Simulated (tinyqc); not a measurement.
Polytypes by hexagonality, and a cubic inclusion as a quantum well: one step. The polarisation field. Five cases, with inputs chosen for the exercise.

Problem. Give |F|, the drop |F| L, the bound charge |P|/e per cm^2 (e = 1.602176634e-19 C), and, as a first estimate, the shift -|F| L/2 of the transition for an electron centred in the layer and a hole in the host on the high side.

Gap: E3 + (E2 - E3) h. Valence top Ev2 h and polarisation P2 h, both counted from 3C; Ec = Ev + gap.

A cubic inclusion of width L = N d in the host (h = 1) is a well of depth V = Ec(host) - Ec(3C). Square well with mass mismatch: k tan(k L/2) = (m_w/m_b) q, k = sqrt(m_w E/c), q = sqrt(m_b (V - E)/c), c = hbar^2/2m0, lowest root. The depth of the level, V - E, is its binding, and the transition to the valence top of the host is gap(host) - (V - E). The step in polarisation gives a field |F| = |P|/(eps eps0) in a thin inclusion, eps0 = 8.8541878e-12 F/m.

Give: |F|; drop; bound charge; estimated shift.

Case 1.

Values chosen (of the order of those of GaAs; the results hold for these values, not for the real material):
- E3 = 1.512 eV (gap of the cubic polytype)
- E2 = 1.513 eV (gap of 2H)
- Ev2 = 0.142 eV (valence top of 2H above that of 3C)
- P2 = 0.0023 C/m^2 (spontaneous polarisation of 2H)
- eps = 13.2 (dielectric constant)

L = 49.00500 angstrom

Solution.

|F| = 0.197 MV/cm
drop = 96.4 meV
bound charge = 1.44e+12 cm^-2
estimated shift = -48.2 meV

The drop is 67 % of the well depth. The host edge on the low side sinks by 48 meV against the centre, less than the 76 meV by which the flat well binds.

Case 2.

Values chosen (of the order of those of InAs; the results hold for these values, not for the real material):
- E3 = 0.412 eV (gap of the cubic polytype)
- E2 = 0.458 eV (gap of 2H)
- Ev2 = 0.048 eV (valence top of 2H above that of 3C)
- P2 = 0.0022 C/m^2 (spontaneous polarisation of 2H)
- eps = 14.8 (dielectric constant)

L = 21.03000 angstrom

Solution.

|F| = 0.168 MV/cm
drop = 35.3 meV
bound charge = 1.37e+12 cm^-2
estimated shift = -17.7 meV

The drop is 38 % of the well depth. The host edge on the low side sinks by 18 meV against the centre, more than the 6 meV by which the flat well binds, so the level may not survive the field and the estimate must be checked.

Case 3.

Values chosen (of the order of those of GaAs; the results hold for these values, not for the real material):
- E3 = 1.52 eV (gap of the cubic polytype)
- E2 = 1.531 eV (gap of 2H)
- Ev2 = 0.103 eV (valence top of 2H above that of 3C)
- P2 = 0.002 C/m^2 (spontaneous polarisation of 2H)
- eps = 12.6 (dielectric constant)

L = 29.42100 angstrom

Solution.

|F| = 0.179 MV/cm
drop = 52.7 meV
bound charge = 1.25e+12 cm^-2
estimated shift = -26.4 meV

The drop is 46 % of the well depth. The host edge on the low side sinks by 26 meV against the centre, less than the 31 meV by which the flat well binds.

Case 4.

Values chosen (of the order of those of InAs; the results hold for these values, not for the real material):
- E3 = 0.412 eV (gap of the cubic polytype)
- E2 = 0.458 eV (gap of 2H)
- Ev2 = 0.042 eV (valence top of 2H above that of 3C)
- P2 = 0.0016 C/m^2 (spontaneous polarisation of 2H)
- eps = 15.4 (dielectric constant)

L = 31.57200 angstrom

Solution.

|F| = 0.117 MV/cm
drop = 37.0 meV
bound charge = 9.99e+11 cm^-2
estimated shift = -18.5 meV

The drop is 42 % of the well depth. The host edge on the low side sinks by 19 meV against the centre, more than the 12 meV by which the flat well binds, so the level may not survive the field and the estimate must be checked.

Case 5.

Values chosen (of the order of those of InP; the results hold for these values, not for the real material):
- E3 = 1.418 eV (gap of the cubic polytype)
- E2 = 1.492 eV (gap of 2H)
- Ev2 = 0.053 eV (valence top of 2H above that of 3C)
- P2 = -0.0024 C/m^2 (spontaneous polarisation of 2H)
- eps = 12.8 (dielectric constant)

L = 61.07400 angstrom

Solution.

|F| = 0.212 MV/cm
drop = 129.3 meV
bound charge = 1.50e+12 cm^-2
estimated shift = -64.7 meV

The drop is 102 % of the well depth. The host edge on the low side sinks by 65 meV against the centre, less than the 81 meV by which the flat well binds.

Computed by tinyqc, one run a case: `OMP_NUM_THREADS=1 python tinyqc.py N N+1 out.jsonl` with N = 1880628, 1880713, 1880876, 1880913, 1880925; one thread of a shared Intel(R) Xeon(R) Processor @ 2.30GHz, about 0.1 s a run at most.
